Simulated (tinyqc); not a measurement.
Worked calculation: deep trap from a strong local potential in a two-band host (Koster-Slater model with semi-elliptic bands). Computed by tinyqc, a small Python program that keeps every step. Command: `OMP_NUM_THREADS=1 python tinyqc.py 3010685 3010686 out.jsonl deeptrap walk`. One thread of a shared host (Intel(R) Xeon(R) Processor @ 2.30GHz), about 0.02 s of CPU time with the checks. Intermediate numbers are printed to about 5 digits and carried at full precision; extremes and crossings named in words are read from the listed rows.

The valence band spans -2 W_v to 0 and the conduction band E_g to E_g + 2 W_c. The orbital at the impurity site has weight f_v in the valence band and 1 - f_v in the conduction band, each spread as a semi-ellipse (2/(pi W^2)) sqrt(W^2 - x^2) about the band centre. The impurity adds U to this orbital. Spin is left out.

Inputs (values chosen for the exercise, for a model semiconductor):
```
quantity                                value  unit
gap E_g                                  3.07    eV
half-width of the valence band W_v        4.6    eV
half-width of the conduction band W_c       2    eV
valence weight f_v of the site orbital    0.4     -
impurity potential U                    -29.3    eV
levels per band n                           3     -
trial energy E                           1.12    eV
```

Impurity: attractive, donor-like.

## Green function at the trial energy

In the gap G(E) = f_v (2/W_v^2)[x - sqrt(x^2 - W_v^2)] - (1 - f_v)(2/W_c^2)[y - sqrt(y^2 - W_c^2)], x = E + W_v, y = E_g + W_c - E. The potential that would put a level at E is U = 1/G(E).

valence part = 0.087722 1/eV

conduction part = -0.16313 1/eV

G(E) = -0.075405 1/eV

potential needed = -13.262 eV

## Thresholds and the vacancy level

G falls across the gap from G(0) to G(E_g). A repulsive U binds if U > 1/G(0), an attractive one if U < 1/G(E_g); the vacancy level (U infinite) solves G(E) = 0 (bisection).

G(0) = 0.050569 1/eV

G(E_g) = -0.54206 1/eV

repulsive threshold = 19.775 eV

attractive threshold = -1.8448 eV

vacancy level = 0.20609 eV

## The trap level

The trap level solves G(E) = 1/U (bisection). With D = -dG/dE = D_v + D_c, D_v = f_v (2/W_v^2)[x/sqrt(x^2 - W_v^2) - 1] and D_c = (1 - f_v)(2/W_c^2)[y/sqrt(y^2 - W_c^2) - 1], the weight on the impurity orbital is 1/(U^2 D) and the conduction-band character is D_c/D.

trap level E_t = 0.56640 eV

weight on the impurity orbital = 0.014548

conduction-band character = 0.43497

depth below the conduction band = 2.5036 eV

The level comes down from the conduction band and has covered 87 % of the way to the vacancy level, which it can never pass; 99 % of the state lies on host orbitals.

## The same problem as a small matrix

Each band is replaced by n levels e_k = centre + W cos(k pi/(n + 1)) with weights w_k = f (2/(n + 1)) sin^2(k pi/(n + 1)), k = 1..n (valence first); H_kl = e_k delta_kl + U sqrt(w_k w_l).

host levels e_k (eV): -1.3473  -4.6000  -7.8527  6.4842  5.0700  3.6558

weights w_k: 0.10  0.20  0.10  0.15  0.30  0.15

H (eV):
```
        1        2        3       4       5       6
1  -4.277   -4.144   -2.930  -3.589  -5.075  -3.589
2  -4.144  -10.460   -4.144  -5.075  -7.177  -5.075
3  -2.930   -4.144  -10.783  -3.589  -5.075  -3.589
4  -3.589   -5.075   -3.589   2.089  -6.215  -4.395
5  -5.075   -7.177   -5.075  -6.215  -3.720  -6.215
6  -3.589   -5.075   -3.589  -4.395  -6.215  -0.739
```

## Levels of the small matrix

Diagonalise H (2n rows). The trap level, between the highest valence and the lowest conduction e_k, is number n + 1 from below for an attractive impurity and number n for a repulsive one.

levels (eV): -29.032  -6.998  -2.649  0.517  4.147  6.126

trap level of the matrix = 0.51679 eV

It misses the Green-function level by -0.0496 eV. The lone level at -29.03 eV is the hyperdeep partner, which holds a large part of the impurity orbital.

## Chemical trend: level against potential

U is 1.05, 1.2, 1.5, 2, 3, 5, 10 and 30 times the threshold, rounded to three digits; the largest values are formal and only show the vacancy limit.

Trend:
```
U (eV)  E_t (eV)  weight on the impurity  conduction character  E_t - vacancy level (eV)
-1.94     3.0679                 0.04194               0.99851                    2.8619
-2.21     3.0440                 0.12904               0.99399                    2.8379
-2.77     2.9418                 0.22187               0.98314                    2.7357
-3.69     2.7116                 0.26522               0.96088                    2.5055
-5.53     2.2379                 0.23867               0.90299                    2.0318
-9.22     1.5456                 0.14079               0.77013                    1.3395
-18.40    0.8321                 0.04016               0.54760                    0.6260
-55.30    0.3787                 0.00353               0.34153                    0.1726
```

dE_t/dU equals the weight on the impurity, which peaks at 0.265 (U = -3.69 eV) and falls to 0.0035 in the last row, so beyond the peak each further eV of potential moves the level less. The level nears the vacancy level, 0.206 eV, as 1/U: it is 0.626 eV away at 10 times the threshold and 0.173 eV at 30 times, and the state is then host-like.

## Opening the gap, as alloying or pressure does

The conduction band is shifted rigidly; widths, weights and U stay.

Against the gap:
```
E_g (eV)  E_t (eV)  depth below E_c (eV)  conduction character
1.53        0.0327                1.4973               0.18962
2.00        0.1553                1.8447               0.31527
2.46        0.3165                2.1435               0.38041
2.76        0.4353                2.3247               0.41019
3.07        0.5664                2.5036               0.43497
3.53        0.7736                2.7564               0.46451
3.99        0.9929                2.9971               0.48842
4.91        1.4604                3.4496               0.52621
```

As the conduction band moves up by 3.380 eV the level follows by 1.428 eV, a mean slope of 0.42; the local slope is the conduction character. A shallow donor would follow with slope 1 and a shallow acceptor with slope 0.

Checks made by the program: closed form against a 4000-point quadrature of the densities of states (relative difference below 1e-10); 200 levels per band against the Green function (relative difference below 1e-10).
